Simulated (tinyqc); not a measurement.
# Thin-film transistor with exponential tail and deep states, accumulation layer: effects of single changes

An undoped film in accumulation, thicker than the space-charge layer. With band bending psi the Fermi level lies E0 - psi below the band edge. Free electrons n = n0 exp(psi/Vt) carry the current; electrons in two exponential distributions of traps, a = a0 exp(psi/Va) and d = d0 exp(psi/Vp), do not. Linear regime, ohmic contacts, traps in equilibrium.

Parameters, values chosen for the exercise; values close to those of amorphous silicon: temperature T = 250 K; relative permittivity of the semiconductor eps_r = 11.8; density of extended states Nc = 4.1e19 cm^-3; band mobility mb = 13 cm^2/(V s); total density of tail states Nt = 9.6e19 cm^-3; characteristic temperature of the tail Tt = 350 K; total density of deep states Nd = 6.5e17 cm^-3; characteristic temperature of the deep states Td = 940 K; bulk Fermi level below the band edge E0 = 0.66 eV; gate capacitance Ci = 17 nF/cm^2; ratio W/L WL = 20; drain voltage Vd = 0.1 V; gate voltage above flat band Vg = 12 V.

Constants: q = 1.602176634e-19 C, kB = 1.380649e-23 J/K, Vt = kB T/q, eps0 = 8.8541878128e-14 F/cm where lengths are in cm. Results are converted to the units shown.

Each table varies one quantity; the others keep the values above.

## Effect of the total density of deep states

Va = kB Tt/q, Vp = kB Td/q; n0 = Nc exp(-E0/Vt), a0 = Nt th(T/Tt) exp(-E0/Va), d0 = Nd th(T/Td) exp(-E0/Vp), th(x) = pi x/sin(pi x). G(psi) = sum over the three kinds of c0 [V (exp(psi/V) - 1) - psi], field F = sqrt(2 q G/(eps0 eps_r)); Vg = psi + eps0 eps_r F/Ci at the surface. Total charge Q = Ci (Vg - psi_s); free charge Qf = q times the integral of n0 (exp(psi/Vt) - 1)/F over psi from 0 to psi_s; I = (W/L) mb Qf Vd; effective mobility mb Qf/Q.

Result of one run:
```
Nd (cm^-3)  E0 - psi_s (eV)  Q (nC/cm^2)  free share (%)  effective mobility (cm^2/(V s))  I (nA)
3.8e17               0.1319        195.0           1.277                           0.1661   64.78
```

What becomes of these results when the total density of deep states Nd is changed from 3.8e17 to 6.5e16 cm^-3, all else the same?

Result of the changed run:
```
Nd (cm^-3)  E0 - psi_s (eV)  Q (nC/cm^2)  free share (%)  effective mobility (cm^2/(V s))  I (nA)
6.5e16               0.1304        195.0           1.416                           0.1841   71.80
```

The whole series:
```
Nd (cm^-3)  E0 - psi_s (eV)  Q (nC/cm^2)  free share (%)  effective mobility (cm^2/(V s))  I (nA)
6.5e16               0.1304        195.0           1.416                           0.1841   71.80
1.6e17               0.1308        195.0           1.371                           0.1782   69.51
3.8e17               0.1319        195.0           1.277                           0.1661   64.78
9.2e17               0.1345        195.1           1.086                           0.1412   55.09
2.2e18               0.1409        195.2          0.7569                          0.09839   38.41
5.4e18               0.1578        195.5          0.3180                          0.04133   16.16
1.3e19               0.1965        196.1         0.04948                         0.006433   2.523
```

As Nd goes from 6.5e16 to 1.3e19 cm^-3, the free share falls from 1.42 to 0.0495 %, the distance of the Fermi level from the edge rises from 0.130 to 0.197 eV and the current falls from 71.8 to 2.52 nA. Q varies by only 0.58 %: the gate sets the charge, the traps decide how much of it moves. For Nd = 6.5e16 to 2.2e18 cm^-3 the th form, which assumes a Fermi level far below the edge, overcounts the filled tail at the surface by more than 15 %.

## Effect of the characteristic temperature of the tail

Same model as above.

Effect of the characteristic temperature of the tail:
```
Tt (K)  E0 - psi_s (eV)  Q (nC/cm^2)  free share (%)  effective mobility (cm^2/(V s))  I (nA)
310              0.1268        194.9           1.648                           0.2142   83.52
350              0.1332        195.0           1.176                           0.1529   59.66
390              0.1428        195.2          0.7257                          0.09434   36.83
430              0.1542        195.4          0.4147                          0.05392   21.07
470              0.1667        195.6          0.2257                          0.02934   11.48
510              0.1800        195.8          0.1186                          0.01542   6.039
550              0.1940        196.1         0.06069                         0.007890   3.094
590              0.2085        196.3         0.03042                         0.003954   1.553
```

As Tt goes from 310 to 590 K, the free share falls from 1.65 to 0.0304 %, the distance of the Fermi level from the edge rises from 0.127 to 0.208 eV and the current falls from 83.5 to 1.55 nA. Q varies by only 0.71 %: the gate sets the charge, the traps decide how much of it moves. For Tt = 310 to 350 K the th form, which assumes a Fermi level far below the edge, overcounts the filled tail at the surface by more than 15 %.

## Effect of the total density of tail states

Same model as above.

Results:
```
Nt (cm^-3)  E0 - psi_s (eV)  Q (nC/cm^2)  free share (%)  effective mobility (cm^2/(V s))  I (nA)
3.2e18              0.06210        193.8           31.78                            4.132    1602
7.4e18              0.07252        194.0           19.43                            2.525   979.9
1.7e19              0.08844        194.3           9.258                            1.203   467.6
3.9e19               0.1086        194.6           3.642                           0.4734   184.3
2.1e20               0.1555        195.4          0.4206                          0.05467   21.37
4.8e20               0.1795        195.8          0.1387                          0.01803   7.060
```

Estimate the missing row, Nt = 9e19 cm^-3.

Computed row:
```
Nt (cm^-3)  E0 - psi_s (eV)  Q (nC/cm^2)  free share (%)  effective mobility (cm^2/(V s))  I (nA)
9e19                 0.1314        195.0           1.279                           0.1662   64.83
```

With this row back in the table: As Nt goes from 3.2e18 to 4.8e20 cm^-3, the free share falls from 31.8 to 0.139 %, the distance of the Fermi level from the edge rises from 0.0621 to 0.180 eV and the current falls from 1600 to 7.06 nA. Q varies by only 1.0 %: the gate sets the charge, the traps decide how much of it moves. For Nt = 3.2e18 to 9e19 cm^-3 the th form, which assumes a Fermi level far below the edge, overcounts the filled tail at the surface by more than 15 %.

Computed by the program tinyqc: `OMP_NUM_THREADS=1 python tinyqc.py 2610011 2610012 out.jsonl`, one thread of a shared Intel Xeon 2.30GHz, about 0.01 s for the whole run.
